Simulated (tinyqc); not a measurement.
CMOS latch-up, two-transistor model: one step of the calculation.

A parasitic pnp (emitter at Vdd, base shunted by Rw) and npn (emitter at ground, base shunted by Rs) feed each other: the npn collector current flows out of the pnp base node, the pnp collector current into the npn base node. Forward-active transistors with constant gains: Icn = Isn exp(Vn/Vt), Icp = Isp (exp(Vp/Vt) - 1). A current Ii is injected into the npn base node.

Problem. Holding current and voltage. On state with both base-emitter voltages at Von: npn base current Ib = (Von/Rs + bp Von/Rw)/(bn bp - 1), holding current Ih = (bn + 1) Ib + Von/Rs, holding voltage Vh = Vsat + Von + R2 (Ib + Von/Rs).

Parameters, values chosen for the exercise; values close to those of bulk CMOS:
- bn = 13.2 (current gain of the npn)
- bp = 5.6 (current gain of the pnp)
- Rs = 690 ohm (substrate resistance shunting the npn)
- Rw = 220 ohm (well resistance shunting the pnp)
- R2 = 84 ohm (resistance from the pnp collector to the npn base)
- Von = 0.53 V (base-emitter voltage in the on state)
- Vsat = 0.12 V (saturation voltage)
- Vdd = 3.3 V (supply voltage)

Give: bn bp; Ib; Ih; Vh.

Solution.

bn bp = 73.920
Ib = 0.19554 mA
Ih = 3.5448 mA
Vh = 0.73095 V

Vh is below Vdd = 3.3 V, so the supply can sustain a latched state.

Computed by the program tinyqc: `OMP_NUM_THREADS=1 python tinyqc.py 2670022 2670023 out.jsonl`, one thread of a shared Intel Xeon 2.30GHz, about 0.04 s for the whole run.
